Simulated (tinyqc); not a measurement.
Inside a calculation. Model: current of a Schottky diode by thermionic-emission-diffusion theory, and its read-back from I-V-T and C-V data. Computed by tinyqc, a small Python program that keeps every step. Command: `OMP_NUM_THREADS=1 python tinyqc.py 3011478 3011479 out.jsonl schottky walk`. One thread of a shared host (Intel(R) Xeon(R) Processor @ 2.30GHz), about 0.01 s of CPU time with the checks. Intermediate numbers are printed to about 6 digits and carried at full precision; extremes and crossings named in words are read from the listed rows.

Full ionisation, no tunnelling, no recombination current. V is the voltage across the junction itself, forward positive.

Inputs (values chosen for the exercise, modelled on n-type Ga2O3):
```
quantity                                     value           unit
Richardson constant A*                          33   A/(cm^2 K^2)
effective density of states at 300 K, N_c  3.7e+18         1/cm^3
permittivity eps                              10.2              -
mobility mu                                    100     cm^2/(V s)
barrier without image force phi_0 (mean)      1.22             eV
doping N                                   1.3e+16         1/cm^3
series resistance R_s                          1.3  milliohm cm^2
junction voltage V                            0.42              V
temperature T                                  350              K
standard deviation sigma                        55            meV
relative change of sigma^2 with bias, rho     0.55            1/V
```

Barrier: Gaussian spread of heights.

Constants: k_B = 8.617333262e-05 eV/K; e = 1.602176634e-19 C; eps_0 = 8.8541878128e-12 F/m.

## Barrier at the given bias

N_c(T) = N_c (T/300 K)^(3/2); V_bi = phi_0 - (k_B T/e) ln(N_c(T)/N); surface field F = sqrt(2 e N (V_bi - V - k_B T/e)/(eps eps_0)); image lowering d_phi = sqrt(e F/(4 pi eps eps_0)); effective barrier phi = phi_0 - d_phi - sigma^2 (1 - rho V)/(2 k_B T).

built-in voltage V_bi = 1.04258 V

surface field F = 52.2737 kV/cm

image lowering = 27.1655 meV

effective barrier phi = 1.15427 eV

## Current

Collection velocity v_R = A* T^2/(e N_c(T)); diffusion velocity v_D = mu F; J = e N_c(T) v_R/(1 + v_R/v_D) exp(-phi/k_B T) [exp(e V/k_B T) - 1]. Terminal voltage V + J R_s.

v_R = 5.41150e+06 cm/s

v_D = 5.22737e+06 cm/s

current density J = 5.30892e-05 A/cm^2

terminal voltage = 0.420000 V

v_D/v_R = 0.966: both steps matter.

## Read-back from the I-V curve

Ideality n = (e/k_B T)/(d ln J/dV) by a central difference of +/- 1 mV; J_0 = J exp(-e V/(n k_B T)); apparent barrier phi_IV = k_B T ln(A* T^2/J_0); a C-V plot gives phi_CV = phi_0, the mean without lowering.

ideality factor n = 1.05484

extrapolated J_0 = 9.81086e-11 A/cm^2

apparent barrier phi_IV = 1.15387 eV

phi_CV - phi_IV = 66.1337 meV

n exceeds 1 because forward bias lowers the field, which weakens the image lowering and v_D, and narrows the spread of barriers.

## Temperature series and Richardson plot

A least-squares line of ln(J_0/T^2) against 1/(k_B T) gives a barrier (minus the slope) and a Richardson constant (exp of the intercept).

At the same junction voltage:
```
T (K)  1/k_B T (1/eV)        n  J_0 (A/cm^2)  phi_IV (eV)  ln(J_0/T^2)
200           58.0226  1.06794   1.69216e-22      1.10688     -60.7275
250           46.4181  1.05990   3.87724e-17      1.12732     -48.8317
300           38.6817  1.05605   1.92871e-13      1.14216     -40.6843
350           33.1558  1.05484   9.81086e-11      1.15387     -34.7608
400           29.0113  1.05562   1.15134e-08      1.16366     -30.2627
450           25.7878  1.05810   4.97642e-07      1.17220     -26.7319
```

barrier from the Richardson plot = 1.05481 eV

Richardson constant from the plot = 1.33749 A/(cm^2 K^2)

From 200 to 450 K n goes from 1.068 to 1.058 and phi_IV from 1.107 to 1.172 eV. The plot returns 1.055 eV against phi_0 = 1.22 and a constant 0.0405 times the true A*: a spread of barriers lets cold carriers pick the low patches, which bends the plot and lowers both numbers.

## Forward curve with series resistance

Terminal voltage V + J R_s; apparent ideality from neighbouring rows, (e/k_B T) dV_terminal/d ln J.

Forward curve; the last column belongs to the interval up to the next row:
```
V (V)   J (A/cm^2)  terminal voltage (V)  apparent n
0.246  2.19812e-07               0.24600     1.04998
0.341  4.41443e-06               0.34100     1.05351
0.436  8.77685e-05               0.43600     1.05831
0.532  1.77643e-03               0.53200     1.06578
0.627  3.41684e-02               0.62704     1.08577
0.723  6.56913e-01               0.72385     1.26211
0.818  1.15650e+01               0.83303     3.82117
0.914  1.82095e+02               1.15072           -
```

The resistance takes over where J R_s exceeds k_B T/e, at J = 23.2 A/cm^2; the apparent ideality climbs from 1.05 to 3.82, so barrier and n must be read below that current.

Checks made by the program: v_D = mu F against the drift-diffusion integral over the parabolic barrier, a ratio 2 y Dawson(y) with y^2 = (V_bi - V)/(k_B T/e) - 1 (relative difference 3e-02).
